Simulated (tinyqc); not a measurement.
Small-signal admittance of a forward-biased p+-n diode: two steps of the calculation.

Holes injected into a neutral base of width wb with an ohmic contact at its end; low injection, p0 far above the equilibrium density. A small voltage v exp(i w t), w = 2 pi f, modulates the edge density by p0 v/Vt, and the small-signal density obeys Dp d2p/dx2 = (1/tau + i w) p.

Parameters, values chosen for the exercise; permittivity close to that of silicon:
```
symbol,value,unit,meaning
T,300,K,temperature
eps_r,11.7,,relative permittivity
Nd,6.1e16,cm^-3,donor density of the base
Dp,11,cm^2/s,hole diffusion coefficient
tau,1e-6,s,hole lifetime
wb,56,um,width of the neutral base
p0,7.3e14,cm^-3,excess hole density at the junction edge
Na,1e19,cm^-3,acceptor density of the p+ side
f,1e5,Hz,signal frequency
```

Constants: q = 1.602176634e-19 C, kB = 1.380649e-23 J/K, Vt = kB T/q, eps0 = 8.8541878128e-14 F/cm where lengths are in cm. Results are converted to the units shown.

Task 1. Closed-form admittance. L = sqrt(Dp tau); direct current J = (q Dp p0/L) coth(wb/L); k = sqrt(1 + i w tau)/L; diffusion admittance Y = (q Dp p0/Vt) k coth(k wb) = G + i w C_diff; junction capacitance C_j = sqrt(q eps0 eps_r Nd/(2 Vr)) in the depletion approximation, with the remaining barrier Vr = Vt ln(Na/p0), a rough value under forward bias; base-width modulation is left out.

Find: L; J; k wb; Y; C_diff; C_j.

Result 1.

L = 33.166 um
J = 0.41534 A/cm^2
k wb = 1.7632+0.5080i
Y = 16.375+3.843i S/cm^2
C_diff = 6.1157 uF/cm^2
C_j = 0.14338 uF/cm^2

G is 1.02 times its low-frequency value J/Vt, and C_diff is 42.7 times C_j.

Task 2. The same by finite differences. 9 equal intervals, h = wb/9; u = small-signal density over its edge value, u_0 = 1, u_9 = 0; u_(i-1) + b u_i + u_(i+1) = 0 with b = -2 - h^2 (1/tau + i w)/Dp; Y = (q Dp p0/(Vt h)) (-b/2 - u_1), which includes the half box at the edge.

Wanted: b; u; Y on the mesh.

Result 2.

b = -2.035-0.022i
u, node 1 to 8: 0.8120-0.0378i  0.6535-0.0589i  0.5192-0.0677i  0.4047-0.0673i  0.3059-0.0604i  0.2193-0.0488i  0.1414-0.0341i  0.0693-0.0175i
Y on the mesh = 16.44+3.90i S/cm^2

Program tinyqc, `OMP_NUM_THREADS=1 python tinyqc.py 2890159 2890160 out.jsonl`; Intel Xeon 2.30GHz, shared host, one thread, about 0.01 s.
